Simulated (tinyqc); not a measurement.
From one set of inputs to another, one input at a time: rigid-ion and shell models of the dielectric response of an ionic crystal. Computed by tinyqc, a small Python program. Command: `OMP_NUM_THREADS=1 python tinyqc.py 3025715 3025716 out.jsonl shell ladder`. One thread of a shared host (Intel(R) Xeon(R) Processor @ 2.30GHz), about 0.01 s of CPU time with the checks.

Charges +Z and -Z; 6 nearest neighbours, Madelung constant M = 1.747565, volume per ion pair Omega = 2.000000 d^3. Energy per pair U = -M Z^2 e2/d + 6 A exp(-d/rho), e2 = e^2/(4 pi eps_0). In the shell model the anion is a core of charge Y - Z and a massless shell of charge -Y, joined by the spring k; the repulsion acts on the shell. Each ion feels the Lorentz field E + (4 pi/3) P (Gaussian units).

The inputs printed are set A. Inputs not listed in the table keep their values of set A, so the rows need not describe a real material.

Inputs (values chosen for the exercise, for a model crystal):

| quantity | value | unit |
|---|---|---|
| nearest-neighbour distance d | 1.98 | angstrom |
| ionic charge Z | 2 | e |
| hardness d/rho | 9.43 | - |
| cation mass | 13 | u |
| anion mass | 19 | u |
| shell charge size Y | 2.51 | e |
| core-shell spring k | 95.1 | eV/angstrom^2 |
| cation polarisability alpha_+ | 0.071 | angstrom^3 |
| film thickness t | 5.9 | nm |

Structure: rock salt.

Constants: e^2/(4 pi eps_0) = 14.39964548 eV angstrom; 1 eV/angstrom^3 = 160.2176634 GPa; nu for 1 eV/(angstrom^2 u) = 15.6333042 THz; 1 THz = 33.35640952 1/cm; eps_0 = 8.8541878128e-12 F/m; h x 1 THz = 4.135667696 meV.

Method:
- Zero pressure fixes 6 A exp(-d/rho) = M Z^2 e2 rho/d^2. Then U = -(M Z^2 e2/d)(1 - rho/d), B = M Z^2 e2 (d/rho - 2)/(9 Omega d), and the spring of one sublattice against the other is R = (1/3) x (Laplacian of the repulsion summed over neighbours) = M Z^2 e2 (d/rho - 2)/(3 d^3), so R = 3 B Omega/d^2.
- Eliminating the shell gives the anion polarisability alpha_- = Y^2 e2/(k + R), the Szigeti charge Z_S = Z - Y R/(k + R) and the softened spring R' = k R/(k + R). With b = 4 pi (alpha_+ + alpha_-)/(3 Omega): eps_inf = (1 + 2b)/(1 - b) (Clausius-Mossotti); Born charge Z* = Z_S (eps_inf + 2)/3.
- mu lambda_TO = R' - (4 pi e2/(3 Omega)) Z_S^2/(1 - b); mu lambda_LO = mu lambda_TO + 4 pi e2 Z*^2/(eps_inf Omega); eps_s = eps_inf lambda_LO/lambda_TO.
- lambda in eV/(angstrom^2 u) gives the wavenumber 15.6333042 x 33.35640952 x sqrt(lambda); mu is the reduced mass.
- Capacitance per area eps_0 eps_s/t; equivalent oxide thickness EOT = t x 3.9/eps_s; the surface optical mode against silicon (eps = 11.7) lies at omega_TO sqrt[(eps_s + 11.7)/(eps_inf + 11.7)], and its squared coupling to channel electrons scales as g = hbar omega_SO [1/(11.7 + eps_inf) - 1/(11.7 + eps_s)], with hbar omega = h c x wavenumber.

Each row keeps all changes above it:

| input moved | from | to | eps_inf | bulk modulus B (GPa) | equivalent oxide thickness (nm) |
|---|---|---|---|---|---|
| set A | - | - | 1.8050 | 433.12 | 5.5195 |
| ionic charge Z (e) | 2 | 1 | 2.0350 | 108.28 | 4.2379 |
| core-shell spring k (eV/angstrom^2) | 95.1 | 153 | 1.6195 | 108.28 | 4.7609 |
| cation polarisability alpha_+ (angstrom^3) | 0.071 | 0.51 | 2.2230 | 108.28 | 3.1274 |
| hardness d/rho | 9.43 | 7.73 | 2.2335 | 83.51 | 1.5395 |
| shell charge size Y (e) | 2.51 | 3.45 | 3.2456 | 83.51 | 0.6696 |
| cation mass (u) | 13 | 118 | 3.2456 | 83.51 | 0.6696 |
| nearest-neighbour distance d (angstrom) | 1.98 | 2.19 | 2.4026 | 55.80 | 1.3564 |

Which inputs carry the difference?

eps_inf goes from 1.81 to 2.40, a factor 1.33 in all. The largest single move comes from shell charge size Y (a factor 1.45), and nearest-neighbour distance d works against it (a factor 0.740). Bulk modulus B goes from 433 to 55.8, a factor 0.129 in all. The largest single move comes from ionic charge Z (a factor 0.250). Equivalent oxide thickness goes from 5.52 to 1.36, a factor 0.246 in all. The largest single move comes from shell charge size Y (a factor 0.435), and nearest-neighbour distance d works against it (a factor 2.03). The single moves hold for this order of the switches; the total does not depend on the order.

Extremes, crossings and ranges named in words are read from the listed rows.
